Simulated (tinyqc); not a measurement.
Superjunction drift layer against a plain one, charge balance: one step of the calculation.

Alternating n and p pillars of equal width wp, doping N and length Lp. When depleted, the lateral field peaks at Ex = q N wp/(2 eps0 eps_r) at the pillar junctions and a uniform vertical field Ey is added; breakdown is taken where Ex^2 + Ey^2 = Ef^2. Only the n pillars conduct, narrowed by the zero-bias depletion. A first-order model: the field peaks at the pillar ends are left out.

Task. Thickness and resistance of the plain layer. Ec(N) = E16 (N/1e16 cm^-3)^(1/8), mu(N) = mi + (mx - mi)/(1 + (N/Nr)^0.9). W = 2 BV/Ec, Rsp = W/(q mu N).

Values chosen for this exercise; values close to those of gallium nitride: critical field at a doping of 1e16 cm^-3 E16 = 2.94 MV/cm; mobility at low doping mx = 1060 cm^2/(V s); mobility at high doping mi = 58 cm^2/(V s); reference doping of the mobility Nr = 2e17 cm^-3; wanted breakdown voltage BV = 2000 V.

Constants: q = 1.602176634e-19 C. Results are converted to the units shown.

N of the plain layer = 1.1385871e16 cm^-3

Give: mu; W; Rsp.

Result.

mu = 989.38 cm^2/(V s)
W = 13.386 um
Rsp = 0.74170 mohm cm^2

Program tinyqc, `OMP_NUM_THREADS=1 python tinyqc.py 2590129 2590130 out.jsonl`; Intel Xeon 2.30GHz, shared host, one thread, about 0.01 s.
